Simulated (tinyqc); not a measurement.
# Lifetime from the low-frequency admittance

Question. At low frequency a p+-n diode with a base of width wb has C_diff/G = (tau/2)(1 - 2 x/sinh 2x), x = wb/sqrt(Dp tau). Find tau, x and the limit of C_diff/G for infinite lifetime, wb^2/(3 Dp).

Values chosen for this exercise:

| symbol | value | unit | meaning |
|---|---|---|---|
| Dp | 9.4 | cm^2/s | hole diffusion coefficient |
| wb | 6.2 | um | width of the neutral base |

G = 0.10037090 S/cm^2
C_diff = 9.8082130e-4 uF/cm^2

Solution. The ratio rises steadily with tau from tau/2 (long base) towards wb^2/(3 Dp) (short base), so one lifetime matches as long as the ratio is below that limit.

tau = 5.00e-8 s
x = 0.904
limit of C_diff/G = 1.36e-8 s

Program tinyqc, `OMP_NUM_THREADS=1 python tinyqc.py 2890165 2890166 out.jsonl`; Intel Xeon 2.30GHz, shared host, one thread, about 0.01 s.
